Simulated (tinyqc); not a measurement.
Gain spectrum: optical gain and spontaneous emission in a bulk direct-gap semiconductor.

Parabolic bands, vertical transitions, no excitons. For each hole band j: mr = me mj/(me + mj); joint density of states J_j(E) = (mr/c)^(3/2) sqrt(E - Eg)/(2 pi^2), both spins, c = hbar^2/2m0; averaged matrix element |e.p|^2 = m0 Ep/6; alpha_j(E) = 4 pi^2 alpha_f c Ep J_j/(3 nr E) in 1/angstrom (alpha_f the fine-structure constant, listed as alpha among the constants), times 1e8 for 1/cm.

F_j(eta) = (1/Gamma(j + 1)) integral_0^infinity x^j dx/(1 + exp(x - eta)), which tends to exp(eta) for eta << 0.

Quasi-Fermi levels: n = Nc F_1/2(Fc/kT) and p = Nv F_1/2(Fv/kT), Fc counted up from the conduction edge and Fv down from the valence edge; Nc, Nv from N = 2 (m kB T/(4 pi c))^(3/2) with c = hbar^2/2m0, in 1/angstrom^3; times 1e24 for 1/cm^3, with me and (mhh^(3/2) + mlh^(3/2))^(2/3).

For band j the electron sits at Ee = (E - Eg) mr/me above its edge and the hole at Eh = (E - Eg) mr/mj; fe = 1/(1 + exp((Ee - Fc)/kT)), fh = 1/(1 + exp((Eh - Fv)/kT)); gain g = sum_j alpha_j (fe + fh - 1).

Constants: hbar^2/2m0 = 3.80998211 eV angstrom^2; fine-structure constant alpha = 0.007297352564; kB = 8.617333262e-05 eV/K.

Parameters, chosen for this exercise (near those of InGaAs; not measured data): Eg = 0.759 eV (direct gap); me = 0.041 m0 (electron mass); mhh = 0.439 m0 (heavy-hole mass); mlh = 0.0524 m0 (light-hole mass); Ep = 23.3 eV (Kane energy); nr = 3.57 (refractive index); T = 300 K; n = 8.1e+17 1/cm^3 (injected density, n = p).

At the density n.

Spectrum:
```
E - Eg (eV)  alpha, empty (1/cm)  fe, heavy  fh, heavy  g (1/cm)
0.005                       1618      0.923      0.098        34
0.010                       2274      0.910      0.097        14
0.020                       3175      0.876      0.094       -89
0.030                       3839      0.833      0.091      -267
0.045                       4614      0.745      0.087      -683
0.060                       5230      0.632      0.083     -1285
0.080                       5895      0.459      0.078     -2331
0.100                       6437      0.295      0.074     -3496
0.130                       7092      0.126      0.067     -5076
0.170                       7761      0.034      0.059     -6591
0.220                       8378      0.006      0.051     -7755
```

Fc + Fv = 0.0120 eV

What does the comparison show?

g is positive below E - Eg = 0.0120 eV; the largest value listed is 34 1/cm at 0.005 eV. At 0.220 eV above the gap g is -0.93 times the absorption of the empty crystal, whose limit is -1.

tinyqc: `OMP_NUM_THREADS=1 python tinyqc.py 1682510 1682511 out.jsonl`; about 0.08 s, one thread, shared Intel(R) Xeon(R) Processor @ 2.30GHz.
